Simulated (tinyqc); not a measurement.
# MOS inversion layer, Poisson-Schroedinger loop: effect of the sheet density of electrons

Electrons confined at an insulator interface at z = 0, treated as a hard wall; parabolic valleys, Hartree approximation, no image or exchange terms. The depletion charge lies far deeper than the electrons and gives a uniform field q Nd/(eps0 eps_r); the gate balances all charge. Energies are counted from the band edge at the interface.

Schroedinger equation -(C/mz) psi'' + (V0 + U) psi = E psi, C = hbar^2/(2 m0), psi(0) = 0, on a uniform mesh of 800 nodes with a far wall at 49 nm, 8 levels a set; V0 = q Nd z/(eps0 eps_r); dU/dz = q (Ns - integral of n from 0 to z)/(eps0 eps_r), U(0) = 0; N_k = g md m0 q Vt/(pi hbar^2) ln(1 + exp((EF - E_k)/Vt)), g the number of valleys of the set, sum N_k = Ns. Triangular well: E_k = a_k (C F^2/mz)^(1/3), a_1 = 2.338107, a_2 = 4.087949, C = hbar^2/(2 m0), F in eV/nm. Fang-Howard (all electrons in the lowest level of set A): b^3 = 6 (mz1/C) q (Nd + 11 Ns/32)/(eps0 eps_r), centroid 3/b, level C b^2/(4 mz1) + (3/b) q (Nd + 11 Ns/16)/(eps0 eps_r). The centroid adds 3.9 z_av/eps_r to an oxide-equivalent thickness. Shares under 0.0001 % are printed as 0.

Inputs (values chosen for the exercise); masses and permittivity close to those of gallium nitride:

| symbol | value | unit | meaning |
|---|---|---|---|
| T | 300 | K | temperature |
| eps_r | 9.36 |  | relative permittivity |
| mz1 | 0.199 | m0 | mass along z of valley set A (1 valley(s)) |
| md1 | 0.197 | m0 | in-plane density-of-states mass of set A |
| Nd | 2.4e11 | cm^-2 | sheet density of depletion charge |

Constants: q = 1.602176634e-19 C, kB = 1.380649e-23 J/K, hbar = 1.054571817e-34 J s, m0 = 9.1093837015e-31 kg, Vt = kB T/q, eps0 = 8.8541878128e-14 F/cm where lengths are in cm, hbar^2/(2 m0) = 0.0380998212 eV nm^2. Results are converted to the units shown.

Results:

| Ns (cm^-2) | A1 (meV) | A2 (meV) | EF (meV) | share of A1 (%) | share of A2 (%) | centroid z_av (nm) | added oxide equivalent (nm) | Fang-Howard centroid (nm) |
|---|---|---|---|---|---|---|---|---|
| 1e11 | 45.5 | 76.1 | -44.3 | 65.1 | 20.1 | 7.33 | 3.05 | 5.46 |
| 4.5e11 | 69.3 | 107 | 22.4 | 71.3 | 17.4 | 6.18 | 2.58 | 4.83 |
| 9.7e11 | 98.4 | 145 | 75.9 | 76.6 | 14.8 | 5.26 | 2.19 | 4.27 |
| 2.1e12 | 150 | 210 | 156 | 82.2 | 11.9 | 4.26 | 1.78 | 3.59 |
| 4.4e12 | 235 | 315 | 276 | 86.3 | 9.68 | 3.40 | 1.42 | 2.94 |
| 9.4e12 | 380 | 498 | 480 | 87.9 | 9.12 | 2.69 | 1.12 | 2.34 |
| 2e13 | 624 | 817 | 834 | 86.2 | 11.3 | 2.17 | 0.905 | 1.84 |

Estimate the missing row, Ns = 2.1e11 cm^-2.

Computed row:

| Ns (cm^-2) | A1 (meV) | A2 (meV) | EF (meV) | share of A1 (%) | share of A2 (%) | centroid z_av (nm) | added oxide equivalent (nm) | Fang-Howard centroid (nm) |
|---|---|---|---|---|---|---|---|---|
| 2.1e11 | 53.5 | 86.7 | -15.7 | 67.4 | 19.1 | 6.88 | 2.87 | 5.23 |

With this row back in the table: As Ns goes from 1e11 to 2e13, A1 rises from 45.5 to 624 meV, the share of A1 goes from 65.1 through a maximum of 87.9 (at Ns = 9.4e12 among the rows listed) to 86.2 % and the centroid falls from 7.33 to 2.17 nm. A1 goes as Ns^(0.66) between the last two rows (a triangular well in the field of that charge alone gives 2/3). EF lies more than 2 meV above A1 for Ns = 2.1e12, 4.4e12, 9.4e12, 2e13. The Fang-Howard centroid is 26 % below the full one in the first row, where A1 holds 65.1 %, and 15 % below it in the last, where A1 holds 86.2 %.

Computed by the program tinyqc: `OMP_NUM_THREADS=1 python tinyqc.py 2160111 2160112 out.jsonl`, one thread of a shared Intel Xeon 2.30GHz, about 0.5 s for the whole run.
